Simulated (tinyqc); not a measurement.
Quantum-well laser, gain and threshold: one step of the calculation.

One electron and one heavy-hole subband per well, parabolic, with equal sheet densities n of electrons and holes; k-conserving transitions, TE polarisation, no line broadening, so the gain starts as a step at E0 and peaks there. All wells are pumped alike.

Question. Quasi-Fermi levels and threshold current. Fc = Vt ln(exp(n/Nc) - 1) above the electron subband edge, Fv = Vt ln(exp(n/Nv) - 1) below the hole subband edge; gain extends from E0 to E0 + Fc + Fv. Jth = q Nw (A n + B n^2 + C n^3)/eta at n = nth, Ith = Jth Wd Lc; differential efficiency of both facets eta am/(ai + am).

Values chosen for this exercise; well values close to those of InGaN:
```
symbol,value,unit,meaning
T,293,K,temperature
Nw,3,,number of wells
ai,2,1/cm,internal loss
Lc,750,um,cavity length
A,7.8e7,1/s,defect recombination coefficient
B,5.5e-5,cm^2/s,radiative coefficient per well
C,3.4e-18,cm^4/s,Auger coefficient per well
eta,0.92,,injection efficiency
Wd,2,um,stripe width
```

Constants: q = 1.602176634e-19 C, kB = 1.380649e-23 J/K, Vt = kB T/q. Results are converted to the units shown.

nth = 2.9381713e12 cm^-2
Nc = 1.9723288e12 cm^-2
Nv = 1.1180045e13 cm^-2
am = 8.7288888 1/cm

Find: Fc; Fv; width of the gain band; Jth; Ith; differential efficiency.

Answer.

Fc = 0.03116 eV
Fv = -0.03035 eV
width of the gain band = 8.123e-4 eV
Jth = 412.9 A/cm^2
Ith = 6.193 mA
differential efficiency = 0.7485

The electrons are degenerate and the holes not degenerate at the band edge. Defect, radiative and Auger recombination carry 29, 60 and 11 % of the threshold current. Transparency (g = 0) needs n = 2.91e12 cm^-2.

Range of the model: Polarisation fields, which separate electrons and holes in nitride wells and lower the gain, are left out.

Program tinyqc, `OMP_NUM_THREADS=1 python tinyqc.py 2840131 2840132 out.jsonl`; Intel Xeon 2.30GHz, shared host, one thread, about 0.01 s.
